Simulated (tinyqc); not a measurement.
Internal photoemission over an interface barrier: threshold and yield against field.

Electrons are excited from a metal over the barrier Phi(F) = P0 - sqrt(q F/(4 pi eps0 ei)), whose top lies at xm = sqrt(q/(16 pi eps0 ei F)). The yield is Y = A (hv - Phi)^p exp(-xm/l), with A = 1 here.

The yield is taken at hv = 2.16 eV.

Parameters, values chosen for the exercise; dielectric values close to those of silicon nitride: barrier at zero field P0 = 1.86 eV; image-force permittivity ei = 4.48; exponent of the yield p = 2; scattering length in the image well l = 1.3 nm.

Constants: q = 1.602176634e-19 C, eps0 = 8.8541878128e-14 F/cm where lengths are in cm. Results are converted to the units shown.

Results:
```
F (MV/cm)	sqrt(F) ((MV/cm)^0.5)	Phi (eV)	xm (nm)	Y
0.1	0.3162	1.803	2.835	0.01437
0.35	0.5916	1.754	1.515	0.05140
0.64	0.8000	1.717	1.121	0.08304
1.2	1.095	1.664	0.8183	0.1313
2.1	1.449	1.600	0.6186	0.1947
3.9	1.975	1.506	0.4539	0.3017
7.2	2.683	1.379	0.3341	0.4718
```

Estimate the missing row, F = 0.19 MV/cm.

Computed row:
```
F (MV/cm)	sqrt(F) ((MV/cm)^0.5)	Phi (eV)	xm (nm)	Y
0.19	0.4359	1.782	2.057	0.02940
```

With this row back in the table: Phi is linear in sqrt(F) with slope -0.179 eV and intercept P0 = 1.86 eV. The yield grows by a factor of 32.8, of which 6.85 comes from less scattering, as xm shrinks from 2.83 to 0.334 nm, and the rest from the lower barrier. For F = 7.2 xm is within about two atomic layers of the interface, where the classical image potential fails.

Numbers from tinyqc (`OMP_NUM_THREADS=1 python tinyqc.py 2410028 2410029 out.jsonl`; about 0.01 s on one thread of a shared Intel Xeon 2.30GHz).
